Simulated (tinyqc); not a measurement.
Virtual-crystal alloy in the empirical-pseudopotential method: one step. Levels in the small basis. Two cases, with inputs chosen for the exercise.

Problem. Diagonalise; the gap between the fourth and fifth level is a first estimate of the direct gap at X.

Give: levels (absolute scale of H); gap.

Case 1.

H in this small basis (eV), rows 000, -200, -1+1+1, -1-1-1, -1+1-1, -1-1+1 and columns alike:
```
[[4.80151, 0, -2.14457, 2.14457, -2.14457, -2.14457],
 [0, 4.80151, 2.14457, -2.14457, -2.14457, -2.14457],
 [-2.14457, 2.14457, 9.60303, -0.25027, 0, 0],
 [2.14457, -2.14457, -0.25027, 9.60303, 0, 0],
 [-2.14457, -2.14457, 0, 0, 9.60303, 0.25027],
 [-2.14457, -2.14457, 0, 0, 0.25027, 9.60303]]
```

Solution.

levels (absolute scale of H) (eV): [2.350, 2.350, 9.353, 9.353, 12.305, 12.305]

gap = 2.952 eV

The full basis gives 3.767 eV for this gap.

Case 2.

H in this small basis (eV), rows 000, -200, -1+1+1, -1-1-1, -1+1-1, -1-1+1 and columns alike:
```
[[5.07147, 0, -2.05325, 2.05325, -2.05325, -2.05325],
 [0, 5.07147, 2.05325, -2.05325, -2.05325, -2.05325],
 [-2.05325, 2.05325, 10.14294, -0.49933, 0, 0],
 [2.05325, -2.05325, -0.49933, 10.14294, 0, 0],
 [-2.05325, -2.05325, 0, 0, 10.14294, 0.49933],
 [-2.05325, -2.05325, 0, 0, 0.49933, 10.14294]]
```

Solution.

levels (absolute scale of H) (eV): [2.895, 2.895, 9.644, 9.644, 12.819, 12.819]

gap = 3.175 eV

The full basis gives 3.912 eV for this gap.

Computed by tinyqc, one run a case: `OMP_NUM_THREADS=1 python tinyqc.py N N+1 out.jsonl` with N = 1050254, 1050255; one thread of a shared Intel(R) Xeon(R) Processor @ 2.30GHz, about 0.3 s a run at most.
